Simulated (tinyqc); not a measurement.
# From spontaneous polarisation Ps back to temperature T

Model: Landau-Devonshire theory of a uniaxial ferroelectric. Computed by tinyqc, a small Python program. Command: `OMP_NUM_THREADS=1 python tinyqc.py 3014584 3014585 out.jsonl ferro inv`. One thread of a shared host (Intel(R) Xeon(R) Processor @ 2.30GHz), about 0.02 s of CPU time with the checks.

G(P) = (alpha/2) P^2 + (beta*/4) P^4 + (gamma/6) P^6 - E P per volume, SI units, one domain, P along the polar axis, which is normal to the film.

Inputs (values chosen for the exercise, for a model ferroelectric):
```
quantity,value,unit
alpha_0,368000,J m/(C^2 K)
Curie-Weiss temperature T0,610,K
beta,-4.82e+08,J m^5/C^4
gamma,1.77e+09,J m^9/C^6
misfit strain u_m,-0.015,-
electrostriction Q12,-0.044,m^4/C^2
compliance s11 + s12,5.3e-12,m^2/N
```

Sample: epitaxial film.

Constants: eps_0 = 8.8541878128e-12 F/m.

Method:
- alpha = alpha_0 (T - T0*), with clamping: T0* = T0 + 4 Q12 u_m/(alpha_0 (s11 + s12)), beta* = beta + 4 Q12^2/(s11 + s12).
- Ps^2 = [-beta* + sqrt(beta*^2 - 4 alpha gamma)]/(2 gamma).
- chi = 1/(eps_0 G''), G'' = alpha + 3 beta* P^2 + 5 gamma P^4 at Ps. Ps, chi and the coercive field are for perfect screening, without a depolarising field. The intrinsic coercive field is |alpha P + beta* P^3 + gamma P^5| at the P_c where G'' = 0. 1 C/m^2 = 100 microcoulomb/cm^2.

Problem. A run gave the result below. Find the temperature T, known to lie between 410 and 1200 K.

spontaneous polarisation Ps = 56.63511 microcoulomb/cm^2

Solution.

Each step takes the trial c = (a f_b - b f_a)/(f_b - f_a), f being the result less the target and a, b, c the logarithms of the listed values; c replaces end b, the old b replaces a if the sign of f changed, and otherwise f_a is halved.

Scan of the range:
```
temperature T (K),spontaneous polarisation Ps (microcoulomb/cm^2)
410,59.6215
490,58.4957
586,57.0816
701,55.2855
839,52.9589
1000,49.9563
1200,45.6553
```

False position (Illinois rule, in the logarithm of the input) inside the bracket:
```
step,end a,end b,trial,spontaneous polarisation Ps (microcoulomb/cm^2)
1,586.000,701.000,612.693,56.6751
2,701.000,612.693,615.074,56.6386
3,701.000,615.074,615.486,56.6322
4,615.074,615.486,615.300,56.6351
5,615.486,615.300,615.300,56.6351
```

Spontaneous polarisation Ps falls at every point of a 13-point scan of the range (every second point is shown), so one value fits; it is bracketed by 586 and 701. Answer: temperature T = 615.3 K.

Caution: the strain shifts T0 by more than 500 K here, which is beyond the range where constant coefficients hold. Caution: far below T0* the expansion with linear alpha(T) is only a fit.
